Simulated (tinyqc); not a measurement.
From results back to parameters: two-band k.p model of the Delta valleys near the X point under shear strain. Two cases, with inputs chosen for the exercise.

Problem. Under a shear strain exy (|eta| < 1) the valley on the [001] axis has ml(eta) = ml/(1 - eta^2), 1/m[110] = 1/mt + eta/Mp and 1/m[1-10] = 1/mt - eta/Mp with Mp > 0, eta = D exy/Delta, Delta = 2 c k0^2/ml, k0 = kx0 2 pi/a, c = hbar^2/2m0.

Constants: hbar^2/2m0 = 3.80998211 eV angstrom^2.

Find: mt; eta; Mp; D.

Method. The mean of the two inverse transverse masses is 1/mt; eta^2 = 1 - ml/ml(eta), with the sign of 1/m[110] - 1/m[1-10] = 2 eta/Mp, which then gives Mp; D = eta Delta/exy.

Case 1.

Values chosen (near those of Si; the results hold for these values, not for the real material):
- a = 5.425 angstrom (lattice constant)
- ml = 0.897 m0 (longitudinal mass)
- kx0 = 0.146 2 pi/a (distance of the minimum from X)
- exy = 0.015 (shear strain)

m[110], m[1-10], ml(eta) (m0): 0.11704540  0.71095670  3.70925050

Solution.

mt = 0.201 m0
eta = 0.8707
Mp = 0.244 m0
D = 14.1 eV

Case 2.

Values chosen (near those of Si; the results hold for these values, not for the real material):
- a = 5.447 angstrom (lattice constant)
- ml = 0.915 m0 (longitudinal mass)
- kx0 = 0.155 2 pi/a (distance of the minimum from X)
- exy = -0.016 (shear strain)

m[110], m[1-10], ml(eta) (m0): 0.70238513  0.11321579  3.50089040

Solution.

mt = 0.195 m0
eta = -0.8594
Mp = 0.232 m0
D = 14.3 eV

Computed by tinyqc, one run a case: `OMP_NUM_THREADS=1 python tinyqc.py N N+1 out.jsonl` with N = 1081242, 1081290; one thread of a shared Intel(R) Xeon(R) Processor @ 2.30GHz, about 0.01 s a run at most.
